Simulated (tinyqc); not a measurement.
Permittivity and interface capacitance from two thicknesses.

Inverse problem. 1/C = t/(eps0 ek) + 2/ci for planar capacitors that differ only in thickness. Find ek, ci and the EOT of the interfaces, 2 x 3.9 eps0/ci.

Constants: eps0 = 8.8541878128e-14 F/cm where lengths are in cm. Results are converted to the units shown.

C at t = 14 and 41 nm (uF/cm^2): [8.6261255, 3.1059012]

Solution. 1/C is a straight line in t: the slope gives ek and the intercept 2/ci. A single thickness would give only the effective permittivity; when the interfaces are a small part of 1/C, ci needs very accurate data.

ek = 148.0
ci = 220.0 uF/cm^2
EOT of the interfaces = 0.03139 nm

Computed by the program tinyqc: `OMP_NUM_THREADS=1 python tinyqc.py 2102082 2102083 out.jsonl`, one thread of a shared Intel Xeon 2.30GHz, about 0.01 s for the whole run.
